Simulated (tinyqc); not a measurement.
Front-illuminated p-i-n photodiode, quantum efficiency and bandwidth: two steps of the calculation.

Light enters through a p layer (0 to xp), a depleted layer (xp to xp + wi) and a thick n substrate, decaying as exp(-al x); one pass, no back reflection. Carriers made in the depleted layer are all collected; those in the neutral layers diffuse.

Inputs (values chosen for the exercise); values close to those of germanium at this wavelength:
```
symbol,value,unit,meaning
lam,1550,nm,wavelength
al,1490,1/cm,absorption coefficient
Rf,0.1,,reflectance of the front face
eps_r,16.2,,relative permittivity
xp,0.065,um,thickness of the front p layer
wi,5.1,um,thickness of the depleted layer
Dn,12,cm^2/s,electron diffusion coefficient in the p layer
Ln,0.38,um,electron diffusion length in the p layer
S,2e6,cm/s,recombination velocity of the front surface
Lp,74,um,hole diffusion length in the thick n substrate
ve,5.75e6,cm/s,electron drift velocity
vh,4.2e6,cm/s,hole drift velocity
dia,24,um,diameter
RL,50,ohm,load resistance
Cp,20,fF,parasitic capacitance
f,3.8,GHz,modulation frequency
```

Constants: q = 1.602176634e-19 C, h = 6.62607015e-34 J s, c = 299792458 m/s, eps0 = 8.8541878128e-14 F/cm where lengths are in cm. Results are converted to the units shown.

Task 1. Quantum efficiency. k = al Ln, s = S Ln/Dn, e = exp(-al xp); front layer f1 = (k/(k^2 - 1)) {[s + k - e (s cosh(xp/Ln) + sinh(xp/Ln))]/[s sinh(xp/Ln) + cosh(xp/Ln)] - k e}; depleted layer f2 = e (1 - exp(-al wi)); substrate f3 = e exp(-al wi) al Lp/(1 + al Lp); external efficiency (1 - Rf)(f1 + f2 + f3); responsivity = efficiency q lam/(h c).

Wanted: s; f1; f2; f3; external efficiency; responsivity.

Result 1.

s = 6.3333
f1 = 0.0070890
f2 = 0.52716
f3 = 0.42469
external efficiency = 0.86304
responsivity = 1.0789 A/W

The front layer absorbs 0.964 % of the light that enters and collects 73.6 % of that. Diffusion from the neutral layers makes up 45.0 % of the current.

Task 2. Response at one frequency. Drift response for pairs made in the depleted layer, a = al wi, g = 1 - exp(-a), u = 2 pi i f, te = wi/ve, th = wi/vh: electrons He = [g - a (exp(-a) - exp(-u te))/(u te - a)]/(u te g), holes Hh = [g - a (1 - exp(-a - u th))/(a + u th)]/(u th g); C = eps0 eps_r pi (dia/2)^2/wi + Cp; total |He + Hh|/sqrt(1 + (2 pi f RL C)^2), for the current of the depleted layer alone.

Give: te; th; He; Hh; |He + Hh|; C; total response.

Result 2.

te = 88.70 ps
th = 121.4 ps
He = 0.3650-0.3313i
Hh = 0.2264-0.2665i
|He + Hh| = 0.8409
C = 32.72 fF
total response = 0.8403

The drift response alone falls to 1/sqrt(2) at 5.37 GHz and the RC term alone at 97.3 GHz; together they give 5.36 GHz.

Program tinyqc, `OMP_NUM_THREADS=1 python tinyqc.py 2250006 2250007 out.jsonl`; Intel Xeon 2.30GHz, shared host, one thread, about 0.01 s.
